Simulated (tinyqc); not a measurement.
## Phonon and roughness prefactors from two fields

Problem. At 300 K and high field 1/mu = E^(1/3)/Ap + E^gs/As, E in MV/cm. Find Ap and As.

Parameters, values chosen for the exercise: exponent of the roughness term gs = 2.

mu at E = 0.53 and 0.98 MV/cm (cm^2/(V s)): [509.85232, 342.92023]

Solution. Two linear equations in 1/Ap and 1/As.

Ap = 468 cm^2/(V s)
As = 1.21e3 cm^2/(V s)

Computed by the program tinyqc: `OMP_NUM_THREADS=1 python tinyqc.py 2510082 2510083 out.jsonl`, one thread of a shared Intel Xeon 2.30GHz, about 0.01 s for the whole run.
